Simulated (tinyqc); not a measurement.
# Resistance of a source-drain extension with a graded tip, step by step

Program tinyqc, `OMP_NUM_THREADS=1 python tinyqc.py 2282235 2282236 out.jsonl`; Intel Xeon 2.30GHz, shared host, one thread, about 0.03 s. Printed values are rounded.

y runs along the channel, the gate covers y > 0. The doping is N0 for y < y0 and N0 10^(-(y - y0)/la) beyond, uniform over the depth xj. Sheet conductance s(y) = q mu(N) max(N - Nch, 0) xj + (for y > 0) ma Cox Vo, with mu(N) = u0 + (u1 - u0)/(1 + (N/Nr)^au) and Cox = eps0 eox/tox. Current is taken as one-dimensional; depletion of the tip, spreading and the contact are left out. The metallurgical junction lies at yj, where N = Nch.

Parameters, values chosen for the exercise; mobility law close to that of holes in silicon: relative permittivity of the gate insulator (close to silicon dioxide) eox = 3.9; insulator thickness tox = 1.4 nm; active doping of the extension far from the gate N0 = 8.7e19 cm^-3; lateral abruptness la = 5.2 nm/decade; position under the gate where the fall begins (gate edge at 0) y0 = 4.1 nm; depth of the extension xj = 20 nm; channel doping Nch = 9e17 cm^-3; gate overdrive Vo = 0.77 V; mobility of the gate-induced layer ma = 44 cm^2/(V s); mobility at low doping u1 = 470.5 cm^2/(V s); mobility at high doping u0 = 44.9 cm^2/(V s); reference doping Nr = 2.23e17 cm^-3; exponent au = 0.719; gate length Lg = 45 nm.

Constants: q = 1.602176634e-19 C, eps0 = 8.8541878128e-14 F/cm where lengths are in cm. Results are converted to the units shown.

## Sheet resistances and junction position

yj = y0 + la log10(N0/Nch); sheet resistance of the full extension 1/[q mu(N0)(N0 - Nch) xj] and of the gate-induced layer 1/(ma Cox Vo); metallurgical length Lg - 2 yj; ye is where the doped and the gate-induced conductances are equal.

yj = 14.42344 nm
sheet resistance of the extension = 715.5477 ohm/square
sheet resistance of the induced layer = 11966.61 ohm/square
metallurgical length = 16.15312 nm
ye = 11.27027 nm
N at ye = 3.635981e18 cm^-3

The gate takes over 3.15 nm before the junction, where N is still 4.04 times the channel doping.

## Resistance of the overlapped part

Midpoint rule on 8 equal steps from 0 to yj: R_ov = sum h/s(y), per width.

```
point     y (nm)    N (cm^-3)  doped conductance (uS)  sheet resistance (ohm/square)
0      0.9014649       8.7e19                1397.531                       675.1753
1       2.704395       8.7e19                1397.531                       675.1753
2       4.507325  7.264196e19                1182.515                       789.8391
3       6.310255  3.269417e19                574.3224                       1520.015
4       8.113184  1.471475e19                287.0787                       2698.003
5       9.916114  6.622710e18                145.0106                       4374.904
6       11.71904  2.980701e18                68.02148                       6596.859
7       13.52197  1.341532e18                19.34840                       9716.830
```

R_ov = 48.763 ohm um

The exact integral is 49.150 ohm um; the coarse sum is 0.79 % below it.
